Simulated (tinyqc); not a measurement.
Schottky barrier with interface states (Cowley-Sze model), image lowering and contact resistance. From barrier phi_B back to metal work function phi_M. Computed by tinyqc, a small Python program. Command: `OMP_NUM_THREADS=1 python tinyqc.py 3021342 3021343 out.jsonl pinning inv`. One thread of a shared host (Intel(R) Xeon(R) Processor @ 2.30GHz), about 0.01 s of CPU time with the checks.

An n-type semiconductor under a metal. The barrier lies between the Schottky-Mott limit phi_M - chi and the Bardeen limit E_g - E_n, E_n being the neutrality level of the interface states; the space-charge term of the full Cowley-Sze expression is left out.

Inputs (values chosen for the exercise, for a model semiconductor):
```
quantity                                       value         unit
gap E_g                                         3.67           eV
electron affinity chi                           4.13           eV
neutrality level E_n above the valence band     2.34           eV
interface-state density D                    8.4e+13  cm^-2 eV^-1
dipole layer thickness delta                    0.31           nm
dipole layer constant eps_i                        2            -
```

Pinning factor from: interface states.

Constants: e = 1.602176634e-19 C; eps_0 = 8.8541878128e-12 F/m.

Method. S = 1/(1 + e^2 D delta/(eps_i eps_0)); for D per eV, e^2 D is the number e x D in SI units, with 1 cm^-2 = 1e4 m^-2. phi_B = S (phi_M - chi) + (1 - S)(E_g - E_n); the hole barrier is E_g - phi_B.

Question. A run gave the result below. Find the metal work function phi_M, known to lie between 4.3 and 5.6 eV.

barrier phi_B = 1.132443 eV

Answer.

Each step takes the trial c = (a f_b - b f_a)/(f_b - f_a), f being the result less the target and a, b, c the logarithms of the listed values; c replaces end b, the old b replaces a if the sign of f changed, and otherwise f_a is halved.

Scan of the range:
```
metal work function phi_M (eV)  barrier phi_B (eV)
4.30                                       0.98435
4.49                                       1.04096
4.70                                       1.10354
4.91                                       1.16611
5.13                                       1.23167
5.36                                       1.30020
5.60                                       1.37172
```

False position (Illinois rule, in the logarithm of the input) inside the bracket:
```
step    end a    end b    trial  barrier phi_B (eV)
1     4.70000  4.91000  4.79586             1.13210
2     4.91000  4.79586  4.79699             1.13244
3     4.91000  4.79699  4.79701             1.13245
4     4.79699  4.79701  4.79700             1.13244
```

Barrier phi_B rises at every point of a 13-point scan of the range (every second point is shown), so one value fits; it is bracketed by 4.70 and 4.91. The scan shows a straight line, so linear interpolation between any two rows gives the answer at once. Answer: metal work function phi_M = 4.797 eV.
